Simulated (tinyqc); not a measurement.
Magnetoresistance against angle.

Conductance G = G0 (1 + P1 P2 cos(phi)) at low bias, phi the angle between the magnetisations, normalised to Rp = RA/area at phi = 0.

Parameters, values chosen for the exercise:

| symbol | value | unit | meaning |
|---|---|---|---|
| Dm | 28 | nm | diameter |
| P1 | 0.52 |  | spin polarisation of the reference layer |
| P2 | 0.58 |  | spin polarisation of the free layer |
| RA | 6.1 | ohm um^2 | resistance-area product, parallel state |

Result of one run:
```
phi (degree)  R (kohm)  R/Rp - 1 (%)  share of the full TMR (%)
0                9.907             0                          0
```

What becomes of these results when the angle phi is changed from 0 to 45 degree, all else the same?

Result of the changed run:
```
phi (degree)  R (kohm)  R/Rp - 1 (%)  share of the full TMR (%)
45               10.63         7.281                      8.430
```

The whole series:
```
phi (degree)  R (kohm)  R/Rp - 1 (%)  share of the full TMR (%)
0                9.907             0                          0
20               10.05         1.417                      1.641
45               10.63         7.281                      8.430
70               11.69         17.99                      20.83
90               12.89         30.16                      34.92
110              14.38         45.13                      52.25
135              16.39         65.44                      75.77
160              17.99         81.64                      94.52
180              18.46         86.37                      100.0
```

R rises from 9.91 to 18.5 kohm, TMR0 = 86.4 %. It is the conductance that follows cos(phi), so at 90 degrees R has covered only (1 - P1 P2)/2 = 34.9 % of its range.

tinyqc, about 0.01 s, one thread, Intel Xeon 2.30GHz (shared host): `OMP_NUM_THREADS=1 python tinyqc.py 2450054 2450055 out.jsonl`
